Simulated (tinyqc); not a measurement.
From results back to parameters: defect, radiative and Auger recombination at equal electron and hole densities (ABC model). Three cases, with inputs chosen for the exercise.

Problem. The peak efficiency, the current at the peak and the differential lifetime there, tau_p = 1/(Ae + 2 B n_p + 3 C n_p^2), are given; Ae, B and C are hidden. n_p = sqrt(Ae/C), Q = B/sqrt(Ae C), IQE_max = Q/(Q + 2).

J/(e d) = Ae n + B n^2 + C n^3 with Ae = A + 4 S/w (four side walls, carriers spread evenly), e = 1.602176634e-19 C, lengths in cm; internal efficiency IQE = B n^2/(Ae n + B n^2 + C n^3); all injected carriers recombine in the layer.

Case 1.

Values chosen (out of a larger set: orders of magnitude like those quoted for InGaAs; not measured data): d = 53 nm (active thickness).

IQE_max = 0.546729
J at the peak = 134.606 A/cm^2
tau_p = 2.57540 ns

Case 2.

Values chosen (out of a larger set: orders of magnitude like those quoted for InGaAs; not measured data): d = 35 nm (active thickness).

IQE_max = 0.691967
J at the peak = 93.8344 A/cm^2
tau_p = 2.62528 ns

Case 3.

Values chosen (out of a larger set: orders of magnitude like those quoted for InP; not measured data): d = 200 nm (active thickness).

IQE_max = 0.892903
J at the peak = 2274.10 A/cm^2
tau_p = 1.91244 ns

Find: Q; Ae; n_p; B; C.

Solution. Q = 2 IQE/(1 - IQE). At the peak B n = Q Ae and C n^2 = Ae, so 1/tau_p = Ae (4 + 2Q) and J = e d Ae n_p (2 + Q); B and C follow.

Case 1.

Q = 2.41
Ae = 4.40e+07 1/s
n_p = 8.16e+17 1/cm^3
B = 1.3e-10 cm^3/s
C = 6.6e-29 cm^6/s

Case 2.

Q = 4.49
Ae = 2.93e+07 1/s
n_p = 8.79e+17 1/cm^3
B = 1.5e-10 cm^3/s
C = 3.8e-29 cm^6/s

Case 3.

Q = 16.7
Ae = 1.40e+07 1/s
n_p = 2.71e+18 1/cm^3
B = 8.6e-11 cm^3/s
C = 1.9e-30 cm^6/s

Computed by tinyqc, one run a case: `OMP_NUM_THREADS=1 python tinyqc.py N N+1 out.jsonl` with N = 1681223, 1681327, 1681425; one thread of a shared Intel(R) Xeon(R) Processor @ 2.30GHz, about 0.01 s a run at most.
